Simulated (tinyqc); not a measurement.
Atomic layer deposition: Langmuir saturation, growth per cycle and coating of deep features: one step, computed by the program tinyqc.

Precursor A sticks only on free sites, so a long enough pulse saturates; co-reactant B then frees the sites again.

Task: The first four cycles. One cycle from coverage th0: pulse A gives th1 = th_s + (th0 - th_s) exp(-(k_a + k_d) t), th_s = k_a/(k_a + k_d); the purge leaves th2 = th1 exp(-k_d t_p); pulse B converts c_B th2 into film and leaves th3 = (1 - c_B) th2. Growth = G c_B th2. Start from th0 = 0.

Inputs (values chosen for the exercise, modelled on hafnium oxide from an amide and water):

| quantity | value | unit |
|---|---|---|
| growth per cycle at saturation G | 1 | angstrom |
| temperature T | 300 | C |
| pulse time t | 0.12 | s |
| co-reactant completion per pulse c_B | 0.95 | - |
| purge time t_p | 5.8 | s |

k_a = 60.13232 1/s

k_d = 0.04647402 1/s

Give: Cycles.

Result:

Cycles:

| cycle | th0 | th1 | th2 | th3 | growth (angstrom) |
|---|---|---|---|---|---|
| 1 | 0.000000 | 0.99850 | 0.76258 | 0.038129 | 0.72445 |
| 2 | 0.038129 | 0.99853 | 0.76260 | 0.038130 | 0.72447 |
| 3 | 0.038130 | 0.99853 | 0.76260 | 0.038130 | 0.72447 |
| 4 | 0.038130 | 0.99853 | 0.76260 | 0.038130 | 0.72447 |
